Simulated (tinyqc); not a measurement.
Admittance spectroscopy and thermally stimulated current of one trap level in a depletion layer: one step, computed by the program tinyqc.

A Schottky junction on n-type material holds one donor-like electron trap; shallow donors are fully ionised and abrupt depletion edges are assumed.

Question. The capacitance step. With E_c - E_F = k_B T_p ln(N_c/N): lambda = sqrt(2 eps eps_0 (E_t - (E_c - E_F))/(e^2 N)); traps are empty and charged for x < x_t = w - lambda, and V_b = e (N w^2 + N_t x_t^2)/(2 eps eps_0). High frequency: C_hf = eps eps_0/w. Low frequency: C_lf = eps eps_0 (N + N_t)/(N w + N_t x_t).

Inputs (values chosen for the exercise, modelled on n-type 4H-SiC): dielectric constant eps = 9.64; shallow doping N = 1.3e+16 1/cm^3; trap density N_t = 6.2e+14 1/cm^3; trap depth E_t below the band = 0.405 eV; band bending V_b = 2.5 V.

E_c - E_F = k_B T_p ln(N_c/N) = 0.1176626 eV

Constants: eps_0 = 8.8541878128e-12 F/m; e = 1.602176634e-19 C.

Give: lambda; depletion width w; crossing point x_t; C_hf; C_lf; step (C_lf - C_hf)/C_hf; small-N_t estimate (N_t/N)(lambda/w).

Answer.

lambda = 153.5 nm

depletion width w = 448.1 nm

crossing point x_t = 294.6 nm

C_hf = 19.05 nF/cm^2

C_lf = 19.35 nF/cm^2

step (C_lf - C_hf)/C_hf = 0.01584

small-N_t estimate (N_t/N)(lambda/w) = 0.01633

Reading N_t/N straight from the step would give 0.0158 against the true 0.0477: the factor lambda/w must be known.
